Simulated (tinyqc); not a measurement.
From results back to parameters: Lorentz oscillators and the Kramers-Kronig relations. Three cases, with inputs chosen for the exercise.

Problem. Below the gap a single undamped oscillator gives n^2 - 1 = Eo Ed/(Eo^2 - E^2) (Wemple-DiDomenico). Two refractive indices were computed from hidden Eo and Ed.

Find: Eo; Ed; n at E = 0.
Method. 1/(n^2 - 1) = Eo/Ed - E^2/(Eo Ed) is a straight line in E^2: slope -1/(Eo Ed), intercept Eo/Ed.

Case 1.

Values chosen (out of a larger set: line positions loosely like those of SiC; Lorentz tails absorb below the gap, where the real solid is clear; not measured data): Ea = 0.95 eV; Eb = 1.97 eV.

n(Ea) = 2.392134
n(Eb) = 2.444042

Solution.

Eo = 7.74 eV
Ed = 36.0 eV
n at E = 0 = 2.377

Case 2.

Values chosen (out of a larger set: line positions loosely like those of SiC; Lorentz tails absorb below the gap, where the real solid is clear; not measured data): Ea = 0.87 eV; Eb = 2.23 eV.

n(Ea) = 2.424847
n(Eb) = 2.503477

Solution.

Eo = 7.62 eV
Ed = 36.7 eV
n at E = 0 = 2.412

Case 3.

Values chosen (out of a larger set: line positions loosely like those of HfO2; Lorentz tails absorb below the gap, where the real solid is clear; not measured data): Ea = 0.86 eV; Eb = 2.21 eV.

n(Ea) = 2.033773
n(Eb) = 2.075234

Solution.

Eo = 9.01 eV
Ed = 28.0 eV
n at E = 0 = 2.027

Computed by tinyqc, one run a case: `OMP_NUM_THREADS=1 python tinyqc.py N N+1 out.jsonl` with N = 1680321, 1680495, 1680518; one thread of a shared Intel(R) Xeon(R) Processor @ 2.30GHz, about 0.2 s a run at most.
